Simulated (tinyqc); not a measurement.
Comparisons within one model: sp3s* tight binding. A value that a table varies takes the place of the one given here.

sp3s* tight binding, nearest neighbours only: anion (a) at 0, cation (c) at a/4 (1,1,1), orbitals s, px, py, pz, s* on each; k in units of 2 pi/a. With phases e_j = exp(i (pi/2) k.n_j) for n = (1,1,1), (1,-1,-1), (-1,1,-1), (-1,-1,1): g0 = (e1+e2+e3+e4)/4, g1 = (e1+e2-e3-e4)/4, g2 = (e1-e2+e3-e4)/4, g3 = (e1-e2-e3+e4)/4. The diagonal holds the levels Esa, Epa, Exa (s*) and Esc, Epc, Exc. Anion-cation block: <sa|sc> = Vss g0; <sa|xc> = Vsapc g1; <xa|sc> = -Vscpa g1; <xa|xc> = Vxx g0; <xa|yc> = <ya|xc> = Vxy g3, <xa|zc> = <za|xc> = Vxy g2, <ya|zc> = <za|yc> = Vxy g1; <s*a|xc> = Vxapc g1; <xa|s*c> = -Vpaxc g1; y and z take g2 and g3 in place of g1; s-s* and s*-s* vanish.

Inputs chosen for the exercise (near a published set for Si, fitted to gaps, whose masses and valley positions are rough; not measured data):

| symbol | value | unit | meaning |
|---|---|---|---|
| Esa | -4.217 | eV | s level of the anion |
| Epa | 1.707 | eV | p level of the anion |
| Esc | -4.217 | eV | s level of the cation |
| Epc | 1.707 | eV | p level of the cation |
| Exa | 6.668 | eV | s* level of the anion |
| Exc | 6.668 | eV | s* level of the cation |
| Vss | -8.327 | eV | s-s |
| Vxx | 1.703 | eV | px-px |
| Vxy | 4.581 | eV | px-py |
| Vsapc | 5.707 | eV | s anion, p cation |
| Vscpa | 5.707 | eV | s cation, p anion |
| Vxapc | 5.399 | eV | s* anion, p cation |
| Vpaxc | 5.399 | eV | p anion, s* cation |
| eta | 2 |  | scaling exponent |
| D001 | 0.76 |  | ratio -ezz/exx |

## What the s* orbital does

The s* couplings Vxapc and Vpaxc are scaled by f; f = 0 is the plain sp3 model. Gaps from the top of the valence band at Gamma; the Delta value is the minimum on (x,0,0), 0.5 <= x <= 1.

Gaps (eV):

| f | Gamma | Delta | L | x of the minimum |
|---|---|---|---|---|
| 0.00 | 3.4060 | 4.0568 | 3.9975 | 0.500 |
| 0.25 | 3.4060 | 3.7665 | 3.8103 | 0.500 |
| 0.50 | 3.4060 | 3.1039 | 3.3899 | 0.563 |
| 0.75 | 3.4060 | 2.1445 | 2.9142 | 0.699 |
| 0.90 | 3.4060 | 1.5305 | 2.6379 | 0.724 |
| 1.00 | 3.4060 | 1.1209 | 2.4627 | 0.732 |
| 1.10 | 3.4060 | 0.7143 | 2.0461 | 0.736 |

What does this show, and why?

The gap at Gamma stays, since g1 to g3 vanish there. From f = 0 to 1 the s* levels lower the Delta value by 2.936 eV and L by 1.535 eV. For f = 0 and 0.25 the least value lies at x = 0.5, the end of the range: any valley further out lies above that value until s* has lowered it enough. The lowest of the three is Gamma at f = 0 and the Delta line at f = 1.

## Hydrostatic strain (sp3s* tight binding, strained)

Strain e moves each bond vector to d = (1 + e) d0 (no internal displacement for the diagonal strains used here) and k is given in fractions of the strained reciprocal cell, so the phases stay. Two-centre values Vss_sigma = Vss/4, Vsp_sigma = sqrt3 V/4 for each s-p and s*-p pair, Vpp_sigma = (Vxx + 2 Vxy)/4, Vpp_pi = (Vxx - Vxy)/4 are scaled by (d0/d)^eta and combined with the new direction cosines; the levels on the diagonal stay.

exx = eyy = ezz = e. Gaps as measured from the top of the valence band; the deformation potentials are (gap(0.01) - gap(-0.01))/0.06.

Gaps (eV):

| e | Gamma | Delta | L | x of the minimum |
|---|---|---|---|---|
| -0.03 | 3.6199 | 1.1363 | 2.4966 | 0.721 |
| -0.02 | 3.5464 | 1.1314 | 2.4880 | 0.725 |
| -0.01 | 3.4752 | 1.1263 | 2.4791 | 0.729 |
| 0.00 | 3.4060 | 1.1209 | 2.4627 | 0.732 |
| 0.01 | 3.3389 | 1.1154 | 2.3601 | 0.736 |
| 0.02 | 3.2737 | 1.1096 | 2.2604 | 0.739 |
| 0.03 | 3.2105 | 1.1036 | 2.1635 | 0.743 |

gap deformation potentials (eV): Gamma -2.271, Delta -0.182, L -1.983

What does this show, and why?

Per unit of volume strain the gaps move by -2.27 (Gamma), -0.18 (Delta) and -1.98 eV (L). The lowest valley stays the Delta line over the range. These potentials follow from the one exponent eta, which fitted models replace by one for each integral; with it the sizes are rough, the sign for Delta can be wrong (in Si, Ge and the III-V crystals measured values are small and positive), and the pressures at which valleys cross, and which valley takes over, are rough too. A gap of zero, where one is listed, marks an s level that has sunk below the valence top.

## Biaxial strain splits the top of the valence band (sp3s* tight binding, strained)

No spin-orbit coupling; k = 0; exx = eyy = e, ezz = -D001 e. The four bonds keep equal lengths, and the sums over them give Vxx(e) for px and py and Vzz(e) for pz; each level is the lower root of [[Epa, V], [V, Epc]], and the s level the upper root of the s block. The shear potential b follows from E(x,y) - E(z) = 3 b (exx - ezz), taken as the slope between e = -0.005 and 0.005.

Couplings and levels at Gamma (eV):

| e | ezz | Vxx(e) | Vzz(e) | E(x,y) | E(z) | E(x,y) - E(z) (meV) | upper s level |
|---|---|---|---|---|---|---|---|
| -0.020 | 0.0152 | 1.6202 | 1.9526 | 0.0868 | -0.2456 | 332.4 | 4.2470 |
| -0.010 | 0.0076 | 1.6625 | 1.8262 | 0.0445 | -0.1192 | 163.7 | 4.1787 |
| -0.005 | 0.0038 | 1.6830 | 1.7642 | 0.0240 | -0.0572 | 81.2 | 4.1444 |
| 0.005 | -0.0038 | 1.7226 | 1.6426 | -0.0156 | 0.0644 | -80.0 | 4.0755 |
| 0.010 | -0.0076 | 1.7418 | 1.5830 | -0.0348 | 0.1240 | -158.8 | 4.0410 |
| 0.020 | -0.0152 | 1.7789 | 1.4663 | -0.0719 | 0.2407 | -312.6 | 3.9718 |

b = -3.054 eV

What can be read from the table?

Under tension in the plane (e > 0) the bonds tilt towards the plane, Vxx grows to 1.7418 and Vzz falls to 1.5830 eV at e = 0.01, and the pz state forms the top of the valence band, by 158.8 meV; under compression (e = -0.01) the px, py pair does, by 163.7 meV. The slope gives b = -3.05 eV, a rough value, since on-site strain terms are left out (measured values lie near -2 eV).

## What each parameter does

Gaps from the top of the valence band at Gamma; Delta is the minimum on (x,0,0), 0.5 <= x <= 1. A change on one sublattice alone makes the two atoms unequal. Each row changes one parameter from the base and keeps the others.

Results:

| case | Ev (eV) | gap Gamma (eV) | gap Delta (eV) | gap L (eV) |
|---|---|---|---|---|
| base | 0.0040 | 3.4060 | 1.1209 | 2.4627 |
| Vxy = 4.781 eV | 0.0040 | 3.4060 | 1.1209 | 2.4300 |
| Exc = 6.368 eV | 0.0040 | 3.4060 | 1.0629 | 2.3588 |
| Exa = 6.368 eV | 0.0040 | 3.4060 | 1.0629 | 2.3588 |
| Epa = 1.407 eV | -0.1526 | 3.4192 | 1.2061 | 2.5384 |
| Vss = -8.027 eV | 0.0040 | 3.4060 | 1.1414 | 2.3682 |
| Vscpa = 6.007 eV | 0.0040 | 3.4060 | 1.1914 | 2.4502 |

What can be read from the table?

The largest shifts from the base row, up to three for each result and ties (the steps differ in size, so this ranks the rows, not the parameters). Ev (eV): Epa -0.1566; unchanged at the printed digits by Vxy, Exc, Exa, Vss and Vscpa. gap Gamma (eV): Epa +0.0132; unchanged at the printed digits by Vxy, Exc, Exa, Vss and Vscpa. gap Delta (eV): Epa +0.0852, Vscpa +0.0705, Exa -0.0581, Exc -0.0581; unchanged at the printed digits by Vxy. gap L (eV): Exc -0.1039, Exa -0.1039, Vss -0.0945. Vxy, Exc, Exa and Vscpa cannot move Ev or the gap at Gamma, whose blocks do not hold them; s parameters never move Ev, and move the gap only where the lowest empty level at Gamma is s-like.

Computed by tinyqc, a small Python program: `OMP_NUM_THREADS=1 python tinyqc.py 1481354 1481355 out.jsonl` (the numbers bound the seed that draws the inputs); one thread of a shared host (Intel(R) Xeon(R) Processor @ 2.30GHz), about 0.07 s for the whole set of steps.
